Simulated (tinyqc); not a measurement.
Low-temperature mobility of a two-dimensional electron gas with static screening. Changing the sheet density n_s. Computed by tinyqc, a small Python program. Command: `OMP_NUM_THREADS=1 python tinyqc.py 3001875 3001876 out.jsonl twodeg sweep`. One thread of a shared host (Intel(R) Xeon(R) Processor @ 2.30GHz), about 0.07 s of CPU time with the checks.

One subband is filled, the gas is degenerate and scatters at the Fermi circle; one permittivity serves on both sides of the interface. All formulas are in SI units, masses times m_0. Piezoelectric and polar phonons are left out, and n_s is taken as set by a gate, independent of N_i.

Inputs (values chosen for the exercise, modelled on an InAs channel): in-plane mass m = 0.0305 m_0; mass across the layer m_z = 0.0311 m_0; permittivity eps = 15; valley degeneracy g_v = 1; depletion charge N_d = 1e+11 1/cm^2; roughness height Delta = 0.64 nm; correlation length Lambda = 1.7 nm; remote charge density N_i = 1.3e+12 1/cm^2; distance d of the charges from the interface = 2.9 nm; density rho = 5680 kg/m^3; sound velocity v_l = 4160 m/s; deformation potential D_A = 7 eV; temperature T = 60 K.

Wave function: Fang-Howard. Roughness spectrum: exponential.

Constants: m_0 = 9.1093837015e-31 kg; e = 1.602176634e-19 C; eps_0 = 8.8541878128e-12 F/m; hbar = 1.054571817e-34 J s; k_B = 1.380649e-23 J/K.

Method:
- k_F = sqrt(2 pi n_s/g_v); E_F = hbar^2 k_F^2/(2 m); q_TF = g_v m e^2/(2 pi eps eps_0 hbar^2); Fang-Howard parameter b = [12 m_z e^2 (N_d + 11 n_s/32)/(eps eps_0 hbar^2)]^(1/3), mean depth 3/b; effective field F = e (N_d + n_s/2)/(eps eps_0).
- Form factors with u = q/b: screening G(q) = [1 + 9u/8 + 3u^2/8]/(1 + u)^3, remote charge P(q) = exp(-q d)/(1 + u)^3. Dielectric function eps(q) = 1 + q_TF G(q)/q, with q = 2 k_F sin(theta/2).
- Roughness: <|U|^2> = (e F)^2 S(q), S = pi Delta^2 Lambda^2/(1 + q^2 Lambda^2/2)^(3/2).
- 1/tau_t = (m/(pi hbar^3)) int_0^pi (1 - cos theta) <|U|^2>/eps(q)^2 dtheta; the quantum rate 1/tau_q drops the factor (1 - cos theta); 200 Gauss-Legendre points in s with theta = pi s^2, s from 0 to 1; mu = e tau_t/m.
- Remote charges: <|U|^2> = N_i [e^2 P(q)/(2 eps eps_0 q)]^2.
- Unscreened deformation potential in equipartition: 1/tau = m D_A^2 k_B T I/(rho v_l^2 hbar^3), I = int |psi|^4 dz = 3 b/16 for the Fang-Howard function (used for both wave-function options); mu = e tau/m. Bloch-Grueneisen temperature T_BG = 2 hbar v_l k_F/k_B.
- At the Fermi circle the rates add, so 1/mu is the sum; sheet resistance 1/(n_s e mu); mean free path hbar k_F mu/e; the quantum time adds the rates 1/tau_q, with the isotropic acoustic rate e/(m mu).

One run for each value; columns: (1) sheet density n_s (1/cm^2); (2) mobility mu (cm^2/(V s)); (3) roughness mobility (cm^2/(V s)); (4) remote-charge mobility (cm^2/(V s)); (5) acoustic mobility (cm^2/(V s)); (6) Dingle ratio tau_t/tau_q:
```
(1)             (2)        (3)        (4)        (5)    (6)
1.50e+11  1.981e+04  8.556e+06  1.992e+04  5.898e+06  13.13
2.80e+11  4.630e+04  4.262e+06  4.721e+04  5.411e+06  22.99
5.10e+11  9.696e+04  1.968e+06  1.042e+05  4.834e+06  36.97
9.40e+11  1.700e+05  8.374e+05  2.247e+05  4.189e+06  50.07
1.70e+12  1.920e+05  3.623e+05  4.613e+05  3.568e+06  44.53
3.20e+12  1.281e+05  1.550e+05  9.823e+05  2.959e+06  23.51
5.90e+12  6.912e+04  7.370e+04  2.040e+06  2.445e+06  10.72
1.10e+13  3.667e+04  3.768e+04  4.329e+06  2.001e+06   5.57
2.00e+13  2.094e+04  2.126e+04  9.010e+06  1.646e+06   4.04
```

Describe and explain the trends.

Over the rows, mobility mu (cm^2/(V s)) goes from 19800 through a maximum among these rows, 192000 at 1.70e12, to 20900; roughness mobility (cm^2/(V s)) falls from 8.56e6 to 21300 (exponent d ln y / d ln x -1.1 between the first rows and -0.96 between the last); remote-charge mobility (cm^2/(V s)) rises from 19900 to 9.01e6 (exponent d ln y / d ln x 1.4 between the first rows and 1.2 between the last). The lowest separate mobility is remote charges from 1.50e11 to 9.40e11, roughness from 1.70e12 to 2.00e13 per cm^2: faster electrons are deflected less by charges, while the field that presses them against the interface grows with n_s.

Caution (rows 1.50e11): k_B T exceeds a quarter of E_F, so scattering at the Fermi circle alone and zero-temperature screening are rough. Caution (rows 5.10e11, 9.40e11, 1.70e12, 3.20e12, 5.90e12, 1.10e13, 2.00e13): E_F exceeds 1.1 (hbar^2 e^2 F^2/2 m_z)^(1/3), of the order of the first subband spacing (1.75 times that in a triangular well, less with self-consistent band bending), so a second subband may fill. Caution (rows 1.70e12, 3.20e12, 5.90e12, 1.10e13, 2.00e13): E_F exceeds 100 meV in a band of small mass, where non-parabolicity and upper valleys, left out here, matter. Caution (rows 1.10e13): T is not well above T_BG, where phonon scattering freezes out faster than equipartition says; the acoustic mobility is a lower bound. Caution (rows 2.00e13): T is below the Bloch-Grueneisen temperature T_BG, so equipartition fails: the acoustic mobility is only a lower bound and the acoustic share of 1/mu is overstated.

Extremes, crossings and ranges named in words are read from the listed rows.
